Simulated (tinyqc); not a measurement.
Raising U: Hubbard chain of 3 sites, mean field against exact. Computed by the program tinyqc. Command: `OMP_NUM_THREADS=1 python tinyqc.py 113327 113328 out.jsonl`; one thread of a shared host (Intel(R) Xeon(R) Processor @ 2.60GHz), about 4 s.

one-body matrix (hopping and site energies) (eV):
```
,1,2,3
1,0.0000,-1.5300,0.0000
2,-1.5300,0.0000,-1.5300
3,0.0000,-1.5300,0.0000
```

electrons, up and down: 2  1

Collinear unrestricted mean field (the lowest of 40 random starts) against exact diagonalisation.

Exact and mean-field results (eV):
```
U,U/t,E exact,E mean field,mean |n_up - n_down|,"double occupancy, exact",first gap in the sector
0.7700,0.5033,-3.869216,-3.851181,0.3675,0.1883,2.0565
1.5300,1.0000,-3.463221,-3.394136,0.4127,0.1678,1.9332
3.0600,2.0000,-2.784737,-2.550000,0.5556,0.1286,1.6647
4.5900,3.0000,-2.272585,-1.901502,0.7289,0.0960,1.4134
6.1200,4.0000,-1.891184,-1.476010,0.8375,0.0715,1.2035
9.1800,6.0000,-1.387302,-1.005028,0.9262,0.0416,0.9029
12.2400,8.0000,-1.082799,-0.758834,0.9584,0.0263,0.7116
18.3600,12.0000,-0.744732,-0.508204,0.9815,0.0128,0.4932
30.6000,20.0000,-0.454489,-0.305616,0.9933,0.0049,0.3022
```

In absolute terms mean field is worst at U/t = 4.0, 0.415 eV too high: at small U it is nearly exact, and at large U it misses only exchange-scale energies. Relative to the exact energy its error is 0.5 % at the smallest U, 33 % at most and 33 % at the largest. The double occupancy falls from 0.188 to 0.005; at the largest U the first gap is 0.99 times the exchange scale 4t^2/U.
